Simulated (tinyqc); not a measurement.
# Worked calculation: vertical double-diffused power MOSFET, components of the on-resistance

Numbers from tinyqc (`OMP_NUM_THREADS=1 python tinyqc.py 2230030 2230031 out.jsonl`; about 0.01 s on one thread of a shared Intel Xeon 2.30GHz). Printed values are rounded.

Stripe cells of pitch Wp + a, two channels a cell. Current flows through the channels, spreads in the accumulation layer, passes the gap between the p bodies and spreads at 45 degrees into the drift layer below them. Low drain voltage, full ionisation.

Parameters, values chosen for the exercise; bulk values close to those of gallium nitride: temperature T = 300 K; relative permittivity eps_r = 9.44; critical-field constant Kc = 25800 V/cm per (cm^-3)^(1/8); rated breakdown voltage of the drift layer BV = 6500 V; drift mobility at 300 K mud = 915 cm^2/(V s); temperature exponent of the drift mobility bt = 2.3; gate oxide thickness (eps_r 3.9) tox = 61 nm; gate overdrive Vov = 5 V; channel mobility mch = 24 cm^2/(V s); accumulation-layer mobility mac = 150 cm^2/(V s); channel length Lc = 0.5 um; width of the p body in one cell, channels included Wp = 7.1 um; gap between neighbouring p bodies a = 3.5 um; depth of the p body xp = 1.4 um; doping of the gap over the drift doping Nj = 1; built-in voltage of the body junction Vbi = 3.09 V; substrate and contact resistance Rs = 0.21 mohm cm^2.

Constants: q = 1.602176634e-19 C, eps0 = 8.8541878128e-14 F/cm where lengths are in cm. Results are converted to the units shown.

## Drift layer

Triangular field at breakdown with Ec = Kc N^(1/8): BV = eps0 eps_r Ec^2/(2 q N), so N = (eps0 eps_r Kc^2/(2 q BV))^(4/3); W = 2 BV/Ec; mu = mud (T/300 K)^(-bt); rho = 1/(q mu N); ideal resistance rho W.

N = 1.720317e15 cm^-3
Ec = 2.070479 MV/cm
W = 62.78741 um
mu = 915 cm^2/(V s)
rho = 3.965153 ohm cm
ideal resistance = 24.89617 mohm cm^2

## Components of the on-resistance

Pitch p = Wp + a, Cox = 3.9 eps0/tox; zero-bias depletion in the gap w0 = sqrt(2 eps0 eps_r Vbi/(q N Nj)), open gap g = a - 2 w0; R_ch = Lc p/(2 mch Cox Vov); R_acc = 0.6 a p/(4 mac Cox Vov), 0.6 being an empirical factor for current leaving the layer along its length; R_gap = (rho/Nj) xp p/g; spreading depth t = min(W, (p - g)/2); R_drift = (rho p/2) ln((g + 2 t)/g) + rho (W - t); R_on = the sum with Rs.

w0 = 1.368974 um
g = 0.7620524 um
components (mohm cm^2): channel 3.901046, accumulation 1.310752, gap 7.721632, drift 28.47820, substrate 0.21
R_on = 41.62163 mohm cm^2
shares (%): channel 9.37264, accumulation 3.14921, gap 18.55197, drift 68.42164, substrate 0.50455

The drift term is the largest. R_on is 1.67 times the ideal drift resistance, and spreading raises the drift term to 1.14 times it.
